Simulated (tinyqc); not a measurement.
# Stacked nanosheet transistor, parasitic resistance, capacitance and delay: two studies

Ns sheets share one contact on top; each has perimeter p = 2 (Ws + ts) and cross-section A = Ws ts; contact width Wc = Ws + 10 nm, stack height Hs = Ns pv. Sheet 1 is the top one. Contact length Lc = CPP - Lg - 2 Lsp, shared by two neighbouring gates. Source and drain sides are equal. The formulas are first-order estimates, not field solutions.

Parameters, values chosen for the exercise; values close to those of silicon logic devices:
- T = 300 K (temperature)
- Ns = 2 (number of sheets)
- Ws = 20 nm (sheet width)
- ts = 4 nm (sheet thickness)
- pv = 14 nm (vertical pitch of the sheets)
- rv = 59 ohm (vertical resistance between sheet levels)
- CPP = 48 nm (contacted gate pitch)
- Lg = 12 nm (gate length)
- Lsp = 6 nm (spacer length)
- ks = 5.5 (relative permittivity of the spacer)
- Hc = 20 nm (gate height above the channel stack)
- rc = 1.9e-9 ohm cm^2 (contact resistivity)
- re = 0.00024 ohm cm (resistivity of the source-drain epitaxy)
- te = 20 nm (current-carrying depth of the epitaxy)
- rx = 0.00087 ohm cm (resistivity of the extension)
- Lov = 1 nm (gate overlap)
- Cinv = 2.4 uF/cm^2 (inversion capacitance)
- vx = 1.5e7 cm/s (injection velocity)
- mu = 250 cm^2/(V s) (apparent mobility)
- VT = 0.25 V (threshold at zero drain voltage)
- dl = 0.051 V/V (barrier lowering)
- n = 1.1 (subthreshold factor)
- Cw = 0.32 fF (wire load)
- Vdd = 0.75 V (supply voltage)

Constants: q = 1.602176634e-19 C, kB = 1.380649e-23 J/K, eps0 = 8.8541878128e-12 F/m, Vt = kB T/q. Results are converted to the units shown.

Each table varies one quantity; the others keep the values above.

## Effect of the contacted gate pitch

Epitaxy sheet resistance Rsh = re/te, transfer length LT = sqrt(rc/Rsh), contact Rc = [sqrt(rc Rsh)/Wc] coth(Lc/(2 LT)); extension of one sheet Rx = rx Lsp/A. With N sheets: gate Cg = Cinv p N Lg; per side, plate Cp = ks eps0 [Wc (Hs + Hc) - N A]/Lsp, top fringe Cf = (2/pi) ks eps0 Wc ln(1 + Lg/(2 Lsp)), overlap Co = Cinv p N Lov. One sheet: I = p Q vx u/(1 + |u|^1.8)^(1/1.8), Q = Cinv n Vt ln(1 + exp((Vg' - VT + dl Vd')/(n Vt))), u = Vd' mu/(vx Lg), Vg' = Vgs - v, Vd' = Vds - 2 v, with the drop on each side v_j = Rc sum I + rv (sum over levels k = 2..j of the current of sheets k..Ns) + Rx I_j. Ieff = [I(Vgs = Vdd, Vds = Vdd/2) + I(Vdd/2, Vdd)]/2, total currents. With Cs = Cp + Cf + Co, the load of an inverter of two such devices driving an equal one is CL = 2 (Cg + 2 Cs) + 4 Cs + Cw (own drains counted twice for the Miller effect); delay CL Vdd/(2 Ieff).

The same in every row: Rx/N (ohm) = 326.2; CL (aF) = 482.0.

Effect of the contacted gate pitch:

| CPP (nm) | Rc (ohm) | Ieff (uA) | delay (ps) |
|---|---|---|---|
| 36 | 1064 | 67.60 | 2.674 |
| 42 | 715.7 | 77.07 | 2.345 |
| 48 | 543.7 | 82.23 | 2.198 |
| 54 | 442.0 | 85.43 | 2.116 |
| 60 | 375.5 | 87.58 | 2.064 |
| 66 | 329.1 | 89.11 | 2.028 |
| 72 | 295.1 | 90.25 | 2.003 |
| 78 | 269.5 | 91.11 | 1.984 |

As CPP goes from 36 to 78 nm, Ieff rises from 67.6 to 91.1 uA, CL stays at 482 aF and the delay falls from 2.67 to 1.98 ps. Only the contact length changes, so the capacitance stays and the pitch acts through Rc.

## Effect of the number of sheets

Same model as above.

The same in every row: Rc (ohm) = 543.7.

Results:

| Ns | Rx/N (ohm) | Ieff (uA) | CL (aF) | delay (ps) |
|---|---|---|---|---|
| 1 | 652.5 | 45.77 | 423.1 | 3.466 |
| 2 | 326.2 | 82.23 | 482.0 | 2.198 |
| 3 | 217.5 | 109.9 | 540.9 | 1.846 |
| 5 | 130.5 | 143.7 | 658.8 | 1.720 |
| 6 | 108.8 | 153.5 | 717.8 | 1.754 |

Estimate the missing row, Ns = 4.

Computed row:

| Ns | Rx/N (ohm) | Ieff (uA) | CL (aF) | delay (ps) |
|---|---|---|---|---|
| 4 | 163.1 | 129.8 | 599.9 | 1.734 |

With this row back in the table: As Ns goes from 1 to 6, Ieff rises from 45.8 to 153 uA, CL rises from 423 to 718 aF and the delay goes from 3.47 through a minimum of 1.72 (at Ns = 5 among the rows listed) to 1.75 ps. From the first row to the last Ieff grows by a factor of 3.35 and CL by 1.70; the first step changes the delay by -37 %, the last by 2.0 %.

Program tinyqc, `OMP_NUM_THREADS=1 python tinyqc.py 2170163 2170164 out.jsonl`; Intel Xeon 2.30GHz, shared host, one thread, about 0.08 s.
